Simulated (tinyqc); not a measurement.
Isotherms: adsorption as a lattice gas: isotherms with interactions, competition, desorption peaks and saturation dose. Computed by tinyqc, a small Python program. Command: `OMP_NUM_THREADS=1 python tinyqc.py 3021839 3021840 out.jsonl adsorb walk`. One thread of a shared host (Intel(R) Xeon(R) Processor @ 2.30GHz), about 0.3 s of CPU time with the checks.

One adsorbate per site; a molecule needs 2 empty sites. Gas and surface have the same temperature.

Inputs (values chosen for the exercise, for a model surface):
```
quantity                             value    unit
desorption energy E                   1.03      eV
prefactor nu                       1.7e+13     1/s
pair energy w (positive repels)      0.041      eV
neighbours z                             3       -
site density N_s                       9.5  1/nm^2
molecular mass M                       170       u
sticking coefficient s0               0.03       -
temperature T                          469       K
pressure p                           0.071      Pa
blocking by a second gas, K_B p_B     0.11       -
```

Adsorption: dissociative (second order).

Constants: u = 1.6605390666e-27 kg; k_B = 1.380649e-23 J/K; k_B = 8.617333262e-05 eV/K.

Method. Flux F = p/sqrt(2 pi M k_B T); k_d = nu exp(-E/(k_B T)); 2 s0 F (1 - theta)^2 = N_s k_d theta^2, so y = sqrt(2 s0 F/(N_s k_d)), theta = y/(1 + y). With a second gas on the same sites theta = y/(1 + y + K_B p_B). With u = w/(k_B T). Mean field: theta/(1 - theta) = y exp(-z u theta). Quasi-chemical: theta/(1 - theta) = y [(r - 1 + 2 theta)(1 - theta)/((r + 1 - 2 theta) theta)]^(-z/2) exp(-z u/2), r = sqrt(1 - 4 theta (1 - theta)(1 - exp(-u))).

u = 1.01447

Coverage; the first column is ln y - z u/2:
```
ln y - z u/2  no interaction  mean field  quasi-chemical
-5.0                 0.02994     0.02759         0.02836
-3.0                 0.18568     0.13229         0.14275
-2.0                 0.38265     0.23347         0.25077
-1.0                 0.62755     0.36020         0.37431
-0.5                 0.73530     0.42928         0.43719
0.0                  0.82079     0.50000         0.50000
0.5                  0.88306     0.57072         0.56281
1.0                  0.92565     0.63980         0.62569
2.0                  0.97130     0.76653         0.74923
3.0                  0.98925     0.86771         0.85725
5.0                  0.99853     0.97241         0.97164
```

What does the comparison show, and why?

At half coverage the slope d theta/d ln y is 1/4 without interaction, 1/(4 + z u) = 0.142 in mean field and 0.126 in the pair theory, 1/[4 + 2 z (exp(u/2) - 1)]. Repulsion spreads the filling over a wider range of pressure; the two theories differ by at most 0.017 in these rows.
